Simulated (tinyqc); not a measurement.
# A finite superlattice with mass mismatch, transfer matrices: several studies

One electron of energy E comes from the left lead (band edge 0); no transverse momentum. Parabolic bands, masses in units of m0, C = hbar^2/(2 m0); psi and psi'/m are continuous at every interface. N periods of a barrier d1 followed by a well Lw; the right lead equals the left one.

Values chosen for this exercise; masses and offsets close to those of InGaAs wells and AlAs barriers:
- mL = 0.041 m0 (mass in the left lead)
- U1 = 1.2 eV (barrier height)
- m1 = 0.15 m0 (barrier mass)
- d1 = 0.6 nm (barrier width)
- Lw = 3.1 nm (well width (edge 0, mass mL))
- N = 6 (number of periods)
- E = 0.474 eV (electron energy)

Constants: q = 1.602176634e-19 C, hbar = 1.054571817e-34 J s, m0 = 9.1093837015e-31 kg, hbar^2/(2 m0) = 0.0380998212 eV nm^2. Results are converted to the units shown.

Each table varies one quantity; the others keep the values above.

## Transmission against energy

For the pair (psi, psi'/m) a flat layer has M = [[cos kd, (m/k) sin kd], [-(k/m) sin kd, cos kd]] with k = sqrt(m (E - U)/C) above its edge U, and M = [[cosh Kd, (m/K) sinh Kd], [(K/m) sinh Kd, cosh Kd]] with K = sqrt(m (U - E)/C) below it. The matrices are multiplied with later layers to the left. With M acting on (psi, psi'/m) and v = k/m in each lead, T(E) = 4 vL vR/[(vL vR M12 - M21)^2 + (vR M11 + vL M22)^2]. The last column is exp(-2 sum K d) over the layers with U > E.

Transmission against energy:
```
E (eV),T(E),exp(-2 sum K d)
0.096,1.1985e-6,3.0264e-7
0.284,0.36063,1.1531e-6
0.471,1.0204e-4,5.0417e-6
0.659,1.0951e-5,2.7320e-5
0.847,5.9009e-5,2.0593e-4
1.034,0.043768,0.0029657
1.222,0.56833,1.0000
1.409,0.46792,1.0000
1.597,0.28816,1.0000
1.785,0.0049346,1.0000
1.972,1.5163e-4,1.0000
2.16,4.0948e-5,1.0000
```

Read the table: what changes, and by how much?

T(E) runs from 1.20e-6 at 0.096 eV to 4.09e-5 at 2.16 eV; among the rows its largest value is 0.568 at 1.222 eV. Below the barriers it exceeds exp(-2 sum K d) by up to a factor of 3.13e5 (at 0.284 eV), which marks a resonance or miniband close to that energy. In every row a layer is thinner than 0.8 nm, a few atomic planes, where an effective mass is a rough description.

## Lowest miniband against Lw

With x(E) = (M11 + M22)/2 of one period, the lowest miniband of the infinite superlattice runs from x = 1 to x = -1, and the mass at its bottom is -2 C (dx/dE)/(d1 + Lw)^2.

Result of one run:
```
Lw (nm),bottom (eV),top (eV),width (meV),mass at the bottom (m0)
4.2,0.1126,0.2525,140.0,0.06888
```

What becomes of these results when the well width (edge 0, mass mL) Lw is changed from 4.2 to 2.2 nm, all else the same?

Result of the changed run:
```
Lw (nm),bottom (eV),top (eV),width (meV),mass at the bottom (m0)
2.2,0.2175,0.5979,380.4,0.07574
```

The whole series:
```
Lw (nm),bottom (eV),top (eV),width (meV),mass at the bottom (m0)
1.6,0.2885,0.8703,581.8,0.08092
2.2,0.2175,0.5979,380.4,0.07574
2.9,0.1665,0.4206,254.2,0.07215
3.5,0.1371,0.3264,189.3,0.07025
4.2,0.1126,0.2525,140.0,0.06888
4.9,0.09457,0.2016,107.0,0.06812
5.5,0.08263,0.1694,86.77,0.06780
6.2,0.07155,0.1409,69.31,0.06771
```

The width falls from 582 to 69.3 meV, the bottom falls from 0.288 to 0.0715 eV, and the mass at the bottom falls from 0.0809 to 0.0677 m0 (well mass 0.041). In every row a layer is thinner than 0.8 nm, a few atomic planes, where an effective mass is a rough description.

## Transmission against the number of periods

x = (M11 + M22)/2 of one period. For |x| < 1 the energy lies in a miniband and cos(th) = x; for |x| > 1 it lies in a gap and cosh(g) = |x|. M^N = U_(N-1)(x) M - U_(N-2)(x) 1, with U_n = sin((n + 1) th)/sin th in a band and sign(x)^n sinh((n + 1) g)/sinh g in a gap.

Transmission against the number of periods:
```
N,T(E),1/T(E) - 1
1,0.3672,1.723
2,0.07211,12.87
3,0.01369,72.06
4,0.002594,384.5
5,4.916e-4,2033
6,9.317e-5,1.073e4
8,3.346e-6,2.988e5
10,1.202e-7,8.321e6
12,4.316e-9,2.317e8
16,5.568e-12,1.796e11
```

What does the comparison show?

Here x = -1.366. The energy lies in a gap with g = 0.832: T(E) falls from 0.367 to 5.57e-12, over the last four periods by 1.66 in ln T(E) a period, against 2 g = 1.66. In every row a layer is thinner than 0.8 nm, a few atomic planes, where an effective mass is a rough description.

Range of the model: Masses are held fixed, although real bands cease to be parabolic a few tenths of an eV from their edges (inside a barrier too).

Program tinyqc, `OMP_NUM_THREADS=1 python tinyqc.py 2560111 2560112 out.jsonl`; Intel Xeon 2.30GHz, shared host, one thread, about 0.01 s.
